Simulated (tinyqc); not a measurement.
Inside a calculation. Model: MOSFET in the linear regime without short-channel effects, parameter extraction from computed curves.

Program tinyqc, `OMP_NUM_THREADS=1 python tinyqc.py 2210020 2210021 out.jsonl`; Intel Xeon 2.30GHz, shared host, one thread, about 0.01 s. Printed values are rounded.

Inversion charge Q = Cox n Vt W0(exp((Vg - VT)/(n Vt))), W0 the Lambert function and n = nf; u = Q/Cox; mobility mu = mu0/(1 + th1 u + th2 u^2); channel resistance Rch = (L - dL)/(W mu Q); Id = Vd/(Rch + Rsd/W). Cox = eps0 eox/tox. Small Vd, no channel-length or drain effects.

Values chosen for this exercise; channel values of the order met in silicon transistors: temperature T = 77 K; relative permittivity of the gate insulator (close to silicon dioxide) eox = 3.9; insulator thickness tox = 2.6 nm; low-field mobility mu0 = 91 cm^2/(V s); first mobility attenuation factor th1 = 0.49 1/V; second mobility attenuation factor th2 = 0.29 1/V^2; threshold voltage VT = 0.67 V; body factor nf = 1.12; gate width W = 1 um; drawn gate length L = 0.21 um; drawn less effective length dL = 0.009 um; source plus drain resistance Rsd = 150 ohm um; drain voltage Vd = 0.01 V.

Constants: q = 1.602176634e-19 C, kB = 1.380649e-23 J/K, Vt = kB T/q, eps0 = 8.8541878128e-14 F/cm where lengths are in cm. Results are converted to the units shown.

## Transfer curve

Vg, point 0 to 8 (V): [0.37, 0.52, 0.67, 0.82, 0.97, 1.12, 1.27, 1.42, 1.57]

u, mu, Rch and Id as defined.

```
point        u (V)  mu (cm^2/(V s))   Rch (ohm)      Id (uA)
0      2.18467e-20               91  7.61253e22  1.31362e-19
1      1.27419e-11               91  1.30521e14  7.66159e-11
2       0.00421478          90.8120   3.95402e5    0.0252811
3         0.128801          85.2121     13789.1     0.717408
4         0.273213          78.7523     7033.83      1.39202
5         0.420017          72.3964     4977.05      1.95044
6         0.567777          66.3411     4017.87      2.39931
7         0.716052          60.6846     3482.84      2.75267
8         0.864651          55.4713     3155.35      3.02540
```

## Threshold and mobility at the peak transconductance

gm_i = (Id_(i+1) - Id_(i-1))/(Vg_(i+1) - Vg_(i-1)); at the point j of largest gm the tangent meets the axis at V_ext = Vg_j - Id_j/gm_j; field-effect mobility gm_j L/(W Cox Vd) with the drawn L.

gm, point 1 to 7 (uS): [0.0842705, 2.39136, 4.55578, 4.11010, 3.35764, 2.67411, 2.08697]
j = 3
V_ext = 0.662528 V
field-effect mobility = 72.0348 cm^2/(V s)

V_ext is 7.5 mV below the model VT, and the mobility so found is 24 % below mu0 L/(L - dL) = 95.1 cm^2/(V s), the value for the drawn L; attenuation, series resistance and the slow approach of Q to a straight line all lower the peak gm.

## The Y function

Y_i = Id_i/sqrt(gm_i). For Id = beta Vd x/(1 + th x), x = Vg - VT, Y = sqrt(beta Vd) x whatever th. Slope s from points 4 and 7; VT_Y = Vg - Y/s at point 7; beta = s^2/Vd; mobility beta L/(W Cox) with the drawn L; th* = (beta Vd x/Id - 1)/x at point 7.

Y, point 1 to 7 (uA^0.5 V^0.5): [2.63925e-10, 0.0163484, 0.336113, 0.686622, 1.06442, 1.46722, 1.90544]
s = 2.70849 uA^0.5 V^-0.5
VT_Y = 0.716492 V
beta = 733.591 uA/V^2
mobility from Y = 115.993 cm^2/(V s)
th* = 1.24357 1/V

The mobility from Y is 22 % above mu0 L/(L - dL) = 95.1 cm^2/(V s), which it should reach in deep inversion when th2 = 0. th* compares with th1 + mu0 Cox Rsd/(L - dL) = 0.580 1/V, since series resistance enters like th1. The match is poor here: at these overdrives Q is not yet a straight line in Vg and th2 bends Y.
